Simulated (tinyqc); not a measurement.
# Length offset and series resistance from crossing lines

Inverse problem. R_total = Rs + k (L - dL)/Vo with constant Rs, dL and k. Find k, dL and Rs.

R_total at (L, Vo) = (90, 0.38), (270, 0.38), (90, 0.85) and (270, 0.85), L in nm and Vo in V (ohm um): 725.89474  1815.3684  529.10588  1016.1647

Solution. At each overdrive R is a straight line in L with slope k/Vo; the two lines cross at L = dL, R = Rs.

k = 2.30 ohm um V/nm
dL = 31.2 nm
Rs = 370 ohm um

Numbers from tinyqc (`OMP_NUM_THREADS=1 python tinyqc.py 2282121 2282122 out.jsonl`; about 0.03 s on one thread of a shared Intel Xeon 2.30GHz).
